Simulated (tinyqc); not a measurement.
Inside a calculation. Method: tight binding, kagome lattice. One step of it, computed by the program tinyqc.

Question. Levels at K. Diagonalise the Hermitian matrix.

H(k) at K (eV), lower triangle (Hermitian):
```
                     A                    B          C
A             0.000000
B  -1.110000-0.554256i             0.000000
C  -1.110000+0.554256i  -1.110000-0.554256i  -0.990000
```

Give: eigenvalues; weights |c|^2 of the basis functions.

Answer.

eigenvalues (eV): -2.627  -0.175  1.812

weights |c|^2 of the basis functions:
```
   band 1  band 2  band 3
A   0.254   0.345   0.401
B   0.254   0.345   0.401
C   0.493   0.310   0.198
```
